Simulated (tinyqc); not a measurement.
Thermionic-field emission through a Schottky barrier, WKB: effect of temperature.

Metal on an n-type semiconductor with one parabolic valley; V > 0 is forward bias (metal positive). Energies E are counted from the conduction edge of the neutral semiconductor, whose Fermi level lies at -xi; that of the metal lies at -xi - V. The barrier is a parabola of height Vd = phi - xi - V (depletion approximation, no image force).

Nc = 2 (2 pi me m0 kB T/h^2)^1.5 (times 1e-6 for cm^-3); Nd = Nc F12(-xi/Vt), F12(x) = (2/sqrt(pi)) int_0^infinity sqrt(u)/(1 + exp(u - x)) du; E00 = (hbar/2) sqrt(Nd/(me m0 eps0 eps_r)) in SI units (volts). For E < Vd, ln T(E) = -(Vd/E00) [sqrt(1 - y) - y ln((1 + sqrt(1 - y))/sqrt(y))], y = E/Vd; T(E) = 1 above. J = A* T (q/kB) int_0^infinity T(E) N(E) dE, N = ln[(1 + exp((-xi - E)/Vt))/(1 + exp((-xi - V - E)/Vt))], A* = 4 pi q me m0 kB^2/h^3 (times 1e-4 for A/(cm^2 K^2)). The integral is converged to the digits shown; the share over the barrier is that of E > Vd, and 0 means below 1e-6 %. phi is held fixed. By a common rule of thumb, E00/Vt below 0.5 marks thermionic emission, 0.5 to 5 thermionic-field emission and above 5 field emission.

Values chosen for this exercise; band and dielectric values close to those of indium phosphide:
```
symbol   value   unit                             meaning
me      0.0812     m0                       electron mass
eps_r     12.5                      relative permittivity
phi          1     eV  barrier height seen from the metal
Nd      2.3e19  cm^-3                       donor density
V         0.48      V                                bias
```

Constants: q = 1.602176634e-19 C, kB = 1.380649e-23 J/K, eps0 = 8.8541878128e-12 F/m, hbar = 1.054571817e-34 J s, h = 6.62607015e-34 J s, m0 = 9.1093837015e-31 kg, Vt = kB T/q. Results are converted to the units shown.

Results:

| T (K) | E00/Vt | J (A/cm^2) | share over the barrier (%) | mean E/Vd |
|---|---|---|---|---|
| 100 | 10.26 | 2.089e5 | 0 | 0.2770 |
| 150 | 6.837 | 2.150e5 | 0 | 0.2810 |
| 200 | 5.128 | 2.236e5 | 0 | 0.2866 |
| 300 | 3.419 | 2.498e5 | 0 | 0.3027 |
| 400 | 2.564 | 2.904e5 | 1.51e-4 | 0.3254 |
| 500 | 2.051 | 3.495e5 | 4.00e-3 | 0.3543 |

Estimate the missing row, T = 250 K.

Computed row:

| T (K) | E00/Vt | J (A/cm^2) | share over the barrier (%) | mean E/Vd |
|---|---|---|---|---|
| 250 | 4.102 | 2.351e5 | 0 | 0.2938 |

With this row back in the table: J rises from 2.09e5 to 3.49e5 A/cm^2, and the mean E/Vd rises from 0.277 to 0.354, as E00/Vt falls from 10.3 (field emission) to 2.05 (thermionic-field emission). Between the first two rows J changes by a factor of 1.03, between the last two by 1.20.

Range of the model: The depletion approximation, a parabolic band and the neglect of image-force lowering make these currents estimates at high doping.

Computed by the program tinyqc: `OMP_NUM_THREADS=1 python tinyqc.py 2640014 2640015 out.jsonl`, one thread of a shared Intel Xeon 2.30GHz, about 0.02 s for the whole run.
